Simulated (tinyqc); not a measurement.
Charge needed for a dipole step.

Two sheets of opposite charge dd apart with permittivity ei give the step D = q N dd/(eps0 ei).

Values chosen for this exercise: relative permittivity inside the dipole layer ei = 3.9; thickness of the dipole layer dd = 0.22 nm.

Constants: q = 1.602176634e-19 C, eps0 = 8.8541878128e-14 F/cm where lengths are in cm. Results are converted to the units shown.

Charge needed for a dipole step:
```
N (cm^-2)	D (V)	field (MV/cm)	moment (debye/nm^2, 1 D = 3.33564e-30 C m)
1e12	0.01021	0.4640	0.1057
2.7e12	0.02756	1.253	0.2853
6.8e12	0.06941	3.155	0.7186
1.7e13	0.1735	7.888	1.796
4.5e13	0.4593	20.88	4.755
1.1e14	1.123	51.04	11.62
2.9e14	2.960	134.6	30.64
```

What does the table show?

D is proportional to N, 0.1 V for 9.80e12 cm^-2. The same sheet as an uncompensated charge under 1 nm of a dielectric of permittivity 3.9 would shift the flat band by 0.455 V, and that shift would grow with thickness, which a dipole step does not. For N = 4.5e13, 1.1e14, 2.9e14 the field exceeds 20 MV/cm; it acts over one bond length, where the sheet picture is only a bookkeeping device.

Program tinyqc, `OMP_NUM_THREADS=1 python tinyqc.py 2410125 2410126 out.jsonl`; Intel Xeon 2.30GHz, shared host, one thread, about 0.01 s.
